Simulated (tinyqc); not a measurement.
Time-dependent dielectric breakdown: cell percolation, Weibull statistics, area scaling and voltage extrapolation: one step, computed by the program tinyqc.

The oxide is divided into columns of area a^2, each holding m = t_ox/a cells (m is taken as continuous). A share lambda(t) = (t/t_1)^alpha of the cells is defective, and a column whose cells are all defective breaks down.

Problem. A sample of breakdown times. Each device fails at t = t63 (-ln(1 - u))^(1/beta). Sort the times; median rank F_i = (i - 0.3)/(n_s + 0.4) for n_s devices; W = ln(-ln(1 - F_i)).

characteristic life t63 = 40.77026 s

uniform random numbers u: 0.8168  0.9321  0.1304  0.6072  0.6619  0.2125  0.3002  0.3439

Weibull slope beta = 2.649231

Give: Weibull plot.

Solution.

Weibull plot:
```
i  t (s)     F_i   ln t       W
1  19.40  0.0833  2.965  -2.442
2  23.75  0.2024  3.168  -1.487
3  27.64  0.3214  3.319  -0.947
4  29.42  0.4405  3.382  -0.544
5  39.74  0.5595  3.682  -0.199
6  42.04  0.6786  3.739   0.127
7  49.78  0.7976  3.908   0.469
8  59.23  0.9167  4.081   0.910
```

Caution: t_1 is an input here; in a real oxide it changes with thickness at fixed voltage.
